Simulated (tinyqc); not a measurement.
Defect equilibria of an oxide against oxygen pressure (mass action): one step, computed by the program tinyqc. Command: `OMP_NUM_THREADS=1 python tinyqc.py 3010118 3010119 out.jsonl brouwer walk`. One thread of a shared host (Intel(R) Xeon(R) Processor @ 2.30GHz), about 0.01 s of CPU time with the checks.

Defects: oxygen vacancies V (charge +2), electrons n, holes p, the ionic partner X = V_M'''' (charge -4), and the dopant. Activities are taken equal to concentrations.

Task: Conductivities. sigma_n = e n mu_n, sigma_p = e p mu_p, sigma_ion = 2 e [V] mu_V with mu_V = 2 e D/(k_B T) and D = D_0 exp(-E_m/k_B T); only the oxygen vacancies carry ionic current, and the ionic transport number is sigma_ion over the total.

Inputs (values chosen for the exercise, for a model oxide):
```
quantity                          value        unit
temperature T                      1100           K
electron mobility mu_n                3  cm^2/(V s)
hole mobility mu_p                  1.5  cm^2/(V s)
vacancy diffusion prefactor D_0  0.0039      cm^2/s
vacancy migration energy E_m       0.51          eV
```

Ionic disorder: Schottky, oxide MO2. Dopant (singly charged, fully ionised): acceptor.

n = 2.430230e+18 cm^-3

[V] = 8.121511e+19 cm^-3

p = 2.870383e+08 cm^-3

Constants: k_B = 8.617333262e-05 eV/K; e = 1.602176634e-19 C.

Give: sigma_n; sigma_p; sigma_ion; total conductivity; ionic transport number.

Result:

sigma_n = 1.168 S/cm

sigma_p = 6.898e-11 S/cm

sigma_ion = 0.009865 S/cm

total conductivity = 1.178 S/cm

ionic transport number = 0.008374

The conductor is mainly n-type electronic here.
